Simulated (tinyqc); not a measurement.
The same stress in different states: Raman shift of the zone-centre optical phonon of a diamond-structure crystal under stress. Computed by tinyqc, a small Python program. Command: `OMP_NUM_THREADS=1 python tinyqc.py 3019201 3019202 out.jsonl ramanstress walk`. One thread of a shared host (Intel(R) Xeon(R) Processor @ 2.30GHz), about 0.01 s of CPU time with the checks.

Axes x, y, z are the cube axes. Strain shifts the threefold optical mode and can split it; p, q and r are the phonon deformation potentials.

Inputs (values chosen for the exercise, modelled on silicon):
```
quantity                          value  unit
unstrained frequency omega_0      519.7  1/cm
p/omega_0^2                       -1.83     -
q/omega_0^2                       -2.26     -
r/omega_0^2                      -0.708     -
C11                               166.9   GPa
C12                               64.27   GPa
C44                               79.06   GPa
stress sigma (tension positive)     2.8   GPa
```

Stress state: uniaxial. Axis: [111].

Method:
- S11 = (C11 + C12)/D, S12 = -C12/D, D = (C11 - C12)(C11 + 2 C12), S44 = 1/C44.
- eps_xx = S11 sigma_xx + S12 (sigma_yy + sigma_zz), and cyclic; eps_xy = S44 sigma_xy/2 (tensor strain).
- Secular matrix: M_xx = p eps_xx + q (eps_yy + eps_zz), M_xy = 2 r eps_xy; its eigenvalues are omega^2 - omega_0^2, and the shifts are these over 2 omega_0.
- Uniaxial: sigma n n^T; biaxial: sigma (1 - n n^T); hydrostatic: sigma 1. The line seen from (001) is taken as unresolved, at the intensity-weighted shift M_zz/(2 omega_0).

S44 = 12.6486 1/TPa

S11 = 7.62409 1/TPa

S12 = -2.11965 1/TPa

Shifts (1/cm):
```
state                   lowest   middle  highest  line seen from (001)
uniaxial [100]          -6.229   -6.229   -3.180                -6.229
uniaxial [110]          -7.962   -6.229   -1.447                -6.229
uniaxial [001]          -6.229   -6.229   -3.180                -3.180
uniaxial [111]          -9.556   -3.041   -3.041                -5.213
biaxial, normal [001]  -12.458   -9.409   -9.409               -12.458
biaxial, normal [111]  -12.597  -12.597   -6.082               -10.425
hydrostatic            -15.638  -15.638  -15.638               -15.638
```

Seen from (001), uniaxial stress along [100] and along [110] give the same shift (-6.229), and equal biaxial stress in the plane gives twice as much (-12.458), since only sigma_xx + sigma_yy and sigma_zz enter M_zz. Stress along [001] gives -3.180. One measured shift therefore fixes the stress only once its state is assumed: read as uniaxial in the plane, a shift implies twice the stress that it does read as biaxial. In the two [111] rows the modes seen are split by 6.5 per cm, more than a line width, so two lines appear there in place of one.

Extremes, crossings and ranges named in words are read from the listed rows.
